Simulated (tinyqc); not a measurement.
Metal-interlayer-semiconductor contact, depinning against tunnelling resistance: one step of the calculation.

Zero bias, n-type semiconductor. Gap states at the semiconductor surface thin out as exp(-be ti), which unpins the barrier; electrons must then cross the interlayer (a rectangular barrier, no voltage drop across it) and the parabolic depleted layer, both by WKB. Energies E are counted from the Fermi level; no image force, parabolic bands.

Task. Exponents and integrand on an energy grid. With U = phiB - xi: for xi < E < phiB, y = (E - xi)/U and G1 = (U/E00) [sqrt(1 - y) - y ln((1 + sqrt(1 - y))/sqrt(y))], G1 = 0 above phiB; G2 = 2 ti sqrt(mi max(phiB + dE - E, 0)/C), C = hbar^2/(2 m0); f = 1/(1 + exp(E/Vt)); integrand exp(-G1 - G2) f.

Inputs (values chosen for the exercise); semiconductor values close to those of gallium arsenide; interlayer mass of the order of that in titanium dioxide, offset chosen freely:
```
symbol  value  unit                                                           meaning
T         300     K                                                       temperature
ti        0.8    nm                                              interlayer thickness
dE       0.13    eV  conduction-band offset of the interlayer above the semiconductor
mi        0.3    m0                                 tunnelling mass in the interlayer
```

Constants: q = 1.602176634e-19 C, kB = 1.380649e-23 J/K, hbar = 1.054571817e-34 J s, m0 = 9.1093837015e-31 kg, Vt = kB T/q, hbar^2/(2 m0) = 0.0380998212 eV nm^2. Results are converted to the units shown.

E, point 0 to 16 (eV): -0.42  -0.36625  -0.3125  -0.25875  -0.205  -0.15125  -0.0975  -0.04375  0.01  0.06375  0.1175  0.17125  0.225  0.27875  0.3325  0.38625  0.44
phiB = 0.62125467 eV
xi = -0.42289126 eV
E00 = 0.092148570 eV

Find: G1; G2; f; integrand.

Result.

```
point	G1	G2	f	integrand (1e-4)
0	11.20	4.859	1.000	0.001
1	9.71	4.746	1.000	0.005
2	8.57	4.631	1.000	0.018
3	7.59	4.512	1.000	0.055
4	6.72	4.390	0.9996	0.149
5	5.93	4.265	0.9971	0.372
6	5.21	4.136	0.9775	0.854
7	4.54	4.003	0.8445	1.638
8	3.93	3.865	0.4045	1.661
9	3.37	3.723	0.07828	0.653
10	2.85	3.574	0.01051	0.171
11	2.37	3.419	0.001326	0.041
12	1.93	3.257	1.660e-4	0.009
13	1.53	3.086	2.076e-5	0.002
14	1.17	2.905	2.596e-6	0.000
15	0.85	2.712	3.246e-7	0.000
16	0.57	2.505	4.058e-8	0.000
```

Computed by the program tinyqc: `OMP_NUM_THREADS=1 python tinyqc.py 2270033 2270034 out.jsonl`, one thread of a shared Intel Xeon 2.30GHz, about 0.02 s for the whole run.
